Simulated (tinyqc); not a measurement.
Worked calculation: linear model of a band gap against the share of exact exchange. Values are carried at full precision from step to step, so a last printed digit may differ when a step is redone from the rounded ones.

E(alpha) = E0 + S alpha. A wider gap screens less, modelled in the Penn form eps(alpha) = 1 + (e0 - 1)(EP/(EP + S alpha))^2 with a scale EP chosen for the exercise. A dielectric-dependent hybrid takes alpha = 1/eps.

Parameters, chosen for this exercise (of the order of those of GaAs; shifted at random, so the results belong to these values and not to a real crystal):
```
symbol   value  unit  meaning
E0       0.5    eV    gap of the semi-local functional
S        5.31   eV    slope dE/d(alpha)
e0       11.77        optical dielectric constant at alpha = 0
EP       11     eV    energy scale of the screening
Et       1.5    eV    target gap
a_start  0            starting alpha
fv       0.47         share of the opening taken by the valence edge
Ed       0.39   eV    defect level above the semi-local valence top
cd       0            shift of the level per unit opening, on the scale of the mean potential
```

## Fixed shares

Gap, error against the target and eps for alpha = 0, 0.25 and 1/e0; and the alpha that meets the target, (Et - E0)/S.

Results:
```
alpha   E (eV)  E - Et (eV)     eps
0.0000   0.500       -1.000  11.770
0.2500   1.827        0.328   9.575
0.0850   0.951       -0.549  10.938
```

alpha for the target = 0.1883

A quarter of exact exchange overshoots the target by 0.33 eV: the material needs 0.188, and 1/e0 = 0.085 lies further from it than 0.25 does.

## Self-consistent share

Iterate alpha -> 1/eps(alpha) seven times from a_start. The fixed point solves alpha eps(alpha) = 1; the contraction factor there is 2 (eps - 1) S/((EP + S alpha) eps^2).

Iterates:
```
step    alpha      eps  E (eV)
0     0.00000  11.7700  0.5000
1     0.08496  10.9381  0.9511
2     0.09142  10.8788  0.9855
3     0.09192  10.8743  0.9881
4     0.09196  10.8739  0.9883
5     0.09196  10.8739  0.9883
6     0.09196  10.8739  0.9883
7     0.09196  10.8739  0.9883
```

fixed point = 0.09196
contraction factor = 0.0772

The factor is positive, so the iterates approach from one side, the error shrinking to 0.08 of itself each step; the gap is within 0.01 eV of its limit from step 2. Self-consistency moves the gap by +0.037 eV against the one-shot choice 1/e0, since a wider gap screens less.

## Band edges and a deep level

The opening c = S alpha lowers the valence top by fv c and raises the conduction edge by (1 - fv) c, both against the mean potential; the level moves by cd c. Use the fixed point. Compare with stretching the level in proportion to the gap and with pinning it to either edge.

opening c = 0.488 eV

shifts of the valence and conduction edges (eV): [-0.230, 0.259]

level above the valence top = 0.620 eV
level below the conduction edge = 0.369 eV

level above the valence top: stretched, tied to the valence edge, tied to the conduction edge (eV): [0.771, 0.390, 0.878]

The three recipes err by +0.15, -0.23 and +0.26 eV against alignment through the mean potential. A localised level with cd = 0 stays put while the edges move away from it.

## Checks

- Fixed point by bisection against 60 substitutions: both 0.09196.

(tinyqc, `OMP_NUM_THREADS=1 python tinyqc.py 1850422 1850423 out.jsonl`, Intel(R) Xeon(R) Processor @ 2.30GHz, 1 thread, shared host, about 0.01 s.)
